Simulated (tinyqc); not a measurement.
From results back to parameters: band folding and unfolding in a supercell of a chain. Two cases, with inputs chosen for the exercise.

Problem. A chain with hopping -t and site energies alternating +V, -V has E = -/+ sqrt(V^2 + 4 t^2 cos^2(ka)); the lower state has weight (1 + 2t cos(ka)/|E|)/2 on k and the rest on k + pi/a. The gap at ka = pi/2 and the full spread at k = 0 come from hidden t and V.

Case 1.

values (eV): gap 1.00000, spread at k = 0 6.75444

Case 2.

values (eV): gap 0.68000, spread at k = 0 6.75432

Find: V, t; weight of the lowest state on k = 0.

Solution. The gap is 2V and the spread 2 sqrt(V^2 + 4t^2).

Case 1.

V, t (eV): 0.500  1.670

weight of the lowest state on k = 0 = 0.9945

Case 2.

V, t (eV): 0.340  1.680

weight of the lowest state on k = 0 = 0.9975

Computed by tinyqc, one run a case: `OMP_NUM_THREADS=1 python tinyqc.py N N+1 out.jsonl` with N = 1480718, 1480872; one thread of a shared Intel(R) Xeon(R) Processor @ 2.30GHz, about 0.01 s a run at most.
